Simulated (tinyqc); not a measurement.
# All-pass ring resonator: what changes with what

A ring of length L = 2 pi Rr coupled to one bus waveguide: round-trip amplitude a = 10^(-al L/20), self-coupling t = sqrt(1 - k2). At detuning d from the resonance the round-trip phase is p = 2 pi d/FSR and the transmission T = (a^2 - 2 a t cos p + t^2)/(1 - 2 a t cos p + a^2 t^2). Lossless coupler, linear absorption only.

Values chosen for this exercise; values close to those of silicon waveguides: cold resonance wavelength lam = 1550 nm; ring radius Rr = 7.5 um; group index ng = 4.36; propagation loss al = 3.5 dB/cm; power coupling k2 = 0.007; thermo-optic change of the effective index dT = 0.00018 1/K; thermal resistance Rt = 2 K/mW; share of the loss that heats the ring fa = 0.47; input power Pin = 0.055 mW.

Constants: c = 299792458 m/s. Results are converted to the units shown.

Each table varies one quantity; the others keep the values above.

## Effect of the ring radius

FSR = lam^2/(ng L), finesse F = pi sqrt(a t)/(1 - a t), FWHM = FSR/F, Q = lam/FWHM, Tmin = (a - t)^2/(1 - a t)^2, power build-up k2 a^2/(1 - a t)^2, optical bandwidth c/(lam Q).

The same in every row: t = 0.99649.

Effect of the ring radius:

| Rr (um) | a | Q | Tmin | build-up | bandwidth (GHz) |
|---|---|---|---|---|---|
| 2.5 | 0.99937 | 33487 | 0.48249 | 408.55 | 5.7759 |
| 4 | 0.99899 | 49082 | 0.30513 | 342.72 | 3.9406 |
| 6.6 | 0.99833 | 70700 | 0.12619 | 261.02 | 2.7357 |
| 11 | 0.99722 | 96989 | 0.013339 | 176.65 | 1.9942 |
| 17 | 0.99571 | 1.2076e5 | 0.010261 | 114.48 | 1.6016 |
| 28 | 0.99294 | 1.4665e5 | 0.11383 | 62.060 | 1.3189 |
| 45 | 0.98867 | 1.6763e5 | 0.27955 | 31.259 | 1.1538 |

As Rr goes from 2.5 to 45 um, Q rises from 33500 to 1.68e5, Tmin goes from 0.482 through a minimum of 0.0103 (at Rr = 17 um among the rows listed) to 0.280 and the build-up falls from 409 to 31.3. The ring is overcoupled (t < a) in 4 of the 7 rows; the dip is deepest where t and a cross. Bend loss, which grows for small rings, is left out.

## Effect of the power coupling

Same model as above.

The same in every row: a = 0.9981.

Effect of the power coupling:

| k2 | t | Q | Tmin | build-up | bandwidth (GHz) |
|---|---|---|---|---|---|
| 0.00047 | 0.9998 | 1.951e5 | 0.6079 | 103.0 | 0.9911 |
| 0.00081 | 0.9996 | 1.807e5 | 0.4203 | 152.4 | 1.070 |
| 0.0014 | 0.9993 | 1.602e5 | 0.2125 | 207.0 | 1.207 |
| 0.0024 | 0.9988 | 1.343e5 | 0.05060 | 249.5 | 1.440 |
| 0.004 | 0.9980 | 1.067e5 | 7.257e-4 | 262.6 | 1.813 |
| 0.0069 | 0.9965 | 7.768e4 | 0.08502 | 240.5 | 2.490 |
| 0.012 | 0.9940 | 5.248e4 | 0.2719 | 191.4 | 3.686 |
| 0.02 | 0.9899 | 3.470e4 | 0.4672 | 140.0 | 5.574 |
| 0.034 | 0.9829 | 2.170e4 | 0.6434 | 93.71 | 8.915 |

What does the table show?

As k2 goes from 0.00047 to 0.034, Q falls from 1.95e5 to 21700, Tmin goes from 0.608 through a minimum of 7.26e-4 (at k2 = 0.004 among the rows listed) to 0.643 and the build-up goes from 103 through a maximum of 263 (at k2 = 0.004 among the rows listed) to 93.7. The ring is overcoupled (t < a) in 5 of the 9 rows; the dip is deepest where t and a cross.

## Line shape, cold and heated

FSR = lam^2/(ng L). The lost power (1 - T) Pin heats the ring by Rt fa (1 - T) Pin and shifts the resonance to longer wavelength by s = (lam dT/ng) times that rise; d = dl - s. The hot columns give T for the smallest and the largest self-consistent shift.

Results:

| dl (pm) | T, cold | roots | smallest s (pm) | T there | largest s (pm) | T there  |
|---|---|---|---|---|---|---|
| -30 | 0.9077 | 1 | 0.2998 | 0.9094 | 0.2998 | 0.9094 |
| -16 | 0.7415 | 1 | 0.7970 | 0.7591 | 0.7970 | 0.7591 |
| -8.1 | 0.4468 | 1 | 1.568 | 0.5259 | 1.568 | 0.5259 |
| 0 | 0.08890 | 1 | 2.798 | 0.1542 | 2.798 | 0.1542 |
| 6 | 0.3276 | 1 | 2.726 | 0.1760 | 2.726 | 0.1760 |
| 12 | 0.6235 | 1 | 1.435 | 0.5663 | 1.435 | 0.5663 |
| 18 | 0.7828 | 1 | 0.7673 | 0.7681 | 0.7673 | 0.7681 |
| 26 | 0.8811 | 1 | 0.4040 | 0.8779 | 0.4040 | 0.8779 |
| 50 | 0.9645 | 1 | 0.1180 | 0.9643 | 0.1180 | 0.9643 |

Estimate the missing row, dl = 36 pm.

Computed row:

| dl (pm) | T, cold | roots | smallest s (pm) | T there | largest s (pm) | T there  |
|---|---|---|---|---|---|---|
| 36 | 0.9339 | 1 | 0.2213 | 0.9331 | 0.2213 | 0.9331 |

With this row back in the table: The cold line has FWHM = 20.1 pm and its dip at dl = 0; heated, the deepest listed dip lies at dl = 0 pm, and the largest possible shift is 3.01 pm, 0.15 FWHM. No listed row is bistable.

Program tinyqc, `OMP_NUM_THREADS=1 python tinyqc.py 2650011 2650012 out.jsonl`; Intel Xeon 2.30GHz, shared host, one thread, about 0.01 s.
